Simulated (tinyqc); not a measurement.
Strain-driven roughening and islands of a mismatched epitaxial film. Changing the misfit |f|. Computed by tinyqc, a small Python program. Command: `OMP_NUM_THREADS=1 python tinyqc.py 3029926 3029927 out.jsonl island sweep`. One thread of a shared host (Intel(R) Xeon(R) Processor @ 2.30GHz), about 0.01 s of CPU time with the checks.

Film and substrate share isotropic elastic constants; the film is coherent and biaxially strained.

Inputs (values chosen for the exercise, modelled on Si(0.5)Ge(0.5) on Si):
```
quantity                                      value       unit
shear modulus G                                56.1        GPa
Poisson ratio nu                               0.26          -
surface energy gamma                           1.17      J/m^2
contact angle of the shallow shape theta_1     10.1    degrees
contact angle of the steep shape theta_2         25    degrees
facet energy of shape 1 over gamma            1.004          -
facet energy of shape 2 over gamma           0.9967          -
wetting energy gamma_s - gamma                 0.48      J/m^2
decay length of wetting delta                   0.2         nm
surface mobility D_s nu_s Omega^2/(k_B T)   1.2e-32  m^6/(J s)
island volume V                              250000       nm^3
```

Transport: surface diffusion.

Constants: e = 1.602176634e-19 C.

Method:
- M = 2 G (1 + nu)/(1 - nu); stress = M f; energy density w = M f^2.
- A ripple A cos(k x) has the surface chemical potential per volume [gamma k^2 - 2 (1 + nu) w k] A cos(k x), so k_c = 2 (1 + nu) w/gamma. With surface diffusion the amplitude grows at the rate q = B k^2 [2 (1 + nu) w k - gamma k^2], fastest at k_m = (3/4) k_c. B is the surface mobility.
- The surface energy depends on thickness as gamma + (gamma_s - gamma) exp(-h/delta). Its curvature adds W2 = (gamma_s - gamma) exp(-h/delta)/delta^2 to the restoring terms; the flat film is stable while W2 > (1 + nu)^2 w^2/gamma, which gives h_c = delta ln[(gamma_s - gamma) gamma/(delta^2 (1 + nu)^2 w^2)], or 0 if negative.
- Shallow faceted island (Tersoff form): E = 4 Gam V^(2/3) tan^(1/3)(theta) - 6 c V tan(theta), Gam = gamma [x/sin(theta) - 1/tan(theta)], x the facet energy over gamma, c = stress^2 (1 - nu)/(2 pi G).
- The barrier is the maximum of E, at V_c = [4 Gam/(9 c)]^3 / tan^2(theta) (1 GPa nm = 1 J/m^2).
- The two energies cross at V_x^(1/3) = 4 [Gam_2 t2^(1/3) - Gam_1 t1^(1/3)]/(6 c (t2 - t1)), t = tan(theta); mu = dE/dV.

One run for each value; columns: (1) misfit |f|; (2) fastest wavelength (nm); (3) wetting-layer thickness h_c (nm); (4) barrier, shape 1 (eV); (5) growth time 1/q at k_m (s); (6) crossing volume V_x (nm^3):
```
(1)       (2)     (3)         (4)         (5)         (6)
0.008  318.12  2.1976  8.4465e+02  1.4041e+03  1.8538e+05
0.011  168.26  1.9428  2.3630e+02  1.0990e+02  2.7431e+04
0.014  103.88  1.7499  9.0058e+01  1.5962e+01  6.4540e+03
0.019   56.40  1.5056  2.6547e+01  1.3871e+00  1.0329e+03
0.024   35.35  1.3187  1.0428e+01  2.1401e-01  2.5429e+02
0.032   19.88  1.0886  3.2994e+00  2.1425e-02  4.5258e+01
0.043   11.01  0.8522  1.0120e+00  2.0155e-03  7.6875e+00
0.057    6.27  0.6267  3.2775e-01  2.1141e-04  1.4169e+00
0.075    3.62  0.4072  1.0934e-01  2.3531e-05  2.7304e-01
```

Over the rows, fastest wavelength (nm) falls from 318 to 3.62 (exponent d ln y / d ln x about -2.0 throughout); wetting-layer thickness h_c (nm) falls from 2.20 to 0.407 (exponent d ln y / d ln x -0.39 between the first rows and -1.6 between the last); barrier, shape 1 (eV) falls from 845 to 0.109 (exponent d ln y / d ln x about -4.0 throughout). The exponent of fastest wavelength stays at -2: gamma over the strain energy density. The exponent of barrier, shape 1 stays at -4: Gam^3/c^2. The exponent of growth time 1/q at k_m stays at -8: the rate goes as gamma k_c^4. The exponent of crossing volume V_x stays at -6: (Gam/c)^3.

Caution (rows 0.0430): a critical island of a few cubic nanometres holds a few hundred atoms at most, and edge energies, left out here, matter. Caution (rows 0.0570, 0.0750): a wavelength of a few nanometres is at the limit of continuum theory, where steps and facets rule. Caution (rows 0.0570, 0.0750): a critical volume below 1 nm^3 holds fewer than a hundred atoms, so a continuum barrier there has no physical meaning. Caution (rows 0.0570, 0.0750): a crossing volume under 5 nm^3 is too small for these continuum energies.

Extremes, crossings and ranges named in words are read from the listed rows.
